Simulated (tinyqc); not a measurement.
# Short-channel transistor, virtual-source model with series resistance: several studies

The current per gate width is the charge at the top of the source barrier (the virtual source) times its velocity times a saturation function; al and be are fitting constants of the model. Units: I in uA/um, Rs in ohm um, so I Rs = 1e-6 I Rs in volts; Q in uC/cm^2, so I = 1e-4 Q vx0 Fsat with vx0 in cm/s.

Parameters, values chosen for the exercise: temperature T = 300 K; inversion capacitance Cinv = 1.77 uF/cm^2; velocity at the virtual source vx0 = 9.53e6 cm/s; apparent mobility mu = 950 cm^2/(V s); channel length L = 32 nm; threshold at zero drain voltage VT0 = 0.292 V; drain-induced barrier lowering dl = 0.049 V/V; subthreshold factor n0 = 1.28; growth of n with drain voltage nd = 0.1 1/V; threshold shift (in units of Vt) from weak to strong inversion al = 3.5; sharpness of saturation be = 1.8; series resistance of each contact Rs = 200 ohm um.

Constants: q = 1.602176634e-19 C, kB = 1.380649e-23 J/K, Vt = kB T/q. Results are converted to the units shown.

Each table varies one quantity; the others keep the values above.

## Effect of the velocity at the virtual source on the on and off currents

Intrinsic voltages Vg' = Vgs - I Rs, Vd' = Vds - 2 I Rs. n = n0 + nd Vd', VT = VT0 - dl Vd', Ff = 1/(1 + exp((Vg' - VT + al Vt/2)/(al Vt))), Q = Cinv n Vt ln(1 + exp((Vg' - VT + al Vt Ff)/(n Vt))), Vdsat = (vx0 L/mu)(1 - Ff) + Vt Ff, Fsat = u/(1 + u^be)^(1/be) with u = Vd'/Vdsat, and I = Q vx0 Fsat per width. I is solved self-consistently. Ion is I at Vgs = Vds = 0.6 V, Ioff at Vgs = 0, Vds = 0.6 V, and Rlin = Vds/I at Vgs = 0.6 V, Vds = 0.05 V.

Effect of the velocity at the virtual source on the on and off currents:
```
vx0 (cm/s)  Ion (uA/um)  Ioff (nA/um)  log10(Ion/Ioff)  Rlin (ohm um)
5e6               251.5         170.7            3.168          475.4
7.1e6             334.5         242.2            3.140          470.3
1e7               432.9         340.9            3.104          467.7
1.4e7             544.7         476.8            3.058          466.3
2e7               673.8         680.1            2.996          465.4
2.8e7             795.4         950.3            2.923          465.0
4e7               908.9          1354            2.827          464.7
```

What does the table show?

As vx0 goes from 5e6 to 4e7 cm/s, Ion rises from 251 to 909 uA/um, Ioff rises from 171 to 1350 nA/um and Rlin falls from 475 to 465 ohm um. Ion changes by a factor of 3.61 and Ioff by 7.93. At vx0 = 4e7 cm/s the off current passes 1 uA/um, so the device is hardly off at Vgs = 0.

## Effect of the threshold at zero drain voltage on the on and off currents

Same model as above.

Effect of the threshold at zero drain voltage on the on and off currents:
```
VT0 (V)  Ion (uA/um)  Ioff (nA/um)  log10(Ion/Ioff)  Rlin (ohm um)
0.15           588.5          9691            1.783          445.3
0.2            528.2          3269            2.208          451.4
0.25           468.2         967.6            2.685          459.3
0.3            408.6         262.6            3.192          469.9
0.35           349.6         67.42            3.715          484.9
0.4            291.7         16.74            4.241          507.3
0.45           235.3         4.070            4.762          543.6
0.5            181.2        0.9776            5.268          609.1
```

What does the comparison show?

As VT0 goes from 0.15 to 0.5 V, Ion falls from 588 to 181 uA/um, Ioff falls from 9690 to 0.978 nA/um and Rlin rises from 445 to 609 ohm um. Ion changes by a factor of 0.308 and Ioff by 1.01e-4. The off current depends on it through an exponential, the on current about linearly. For VT0 = 0.15 to 0.2 V the off current passes 1 uA/um, so the device is hardly off at Vgs = 0.

## Supply voltage at a fixed off current

For each supply Vdd, VT0 is set so that I(Vgs = 0, Vds = Vdd) = 100 nA/um; Ion = I(Vdd, Vdd); C = Cinv L + 0.32 fF/um of parasitic capacitance; delay C Vdd/Ion, energy C Vdd^2.

Result of one run:
```
Vdd (V)  VT0 (V)  Ion (uA/um)  delay (ps)  energy (fJ/um)
0.8       0.3495        602.6       1.177          0.5673
```

What becomes of these results when the supply voltage Vdd is changed from 0.8 to 1 V, all else the same?

Result of the changed run:
```
Vdd (V)  VT0 (V)  Ion (uA/um)  delay (ps)  energy (fJ/um)
1         0.3633        842.8       1.052          0.8864
```

The whole series:
```
Vdd (V)  VT0 (V)  Ion (uA/um)  delay (ps)  energy (fJ/um)
0.4       0.3218        148.2       2.393          0.1418
0.5       0.3287        253.1       1.751          0.2216
0.6       0.3357        366.4       1.451          0.3191
0.7       0.3426        483.6       1.283          0.4343
0.8       0.3495        602.6       1.177          0.5673
0.9       0.3564        722.5       1.104          0.7180
1         0.3633        842.8       1.052          0.8864
1.1       0.3702        963.2       1.012           1.073
```

The VT0 needed rises from 0.322 to 0.370 V and Ion rises from 148 to 963 uA/um. The delay falls from 2.39 to 1.01 ps, while the energy grows as Vdd^2. Going from 0.4 to 0.5 V changes the delay by -27 %, going from 1 to 1.1 V by -3.8 %.

Program tinyqc, `OMP_NUM_THREADS=1 python tinyqc.py 2380085 2380086 out.jsonl`; Intel Xeon 2.30GHz, shared host, one thread, about 0.01 s.
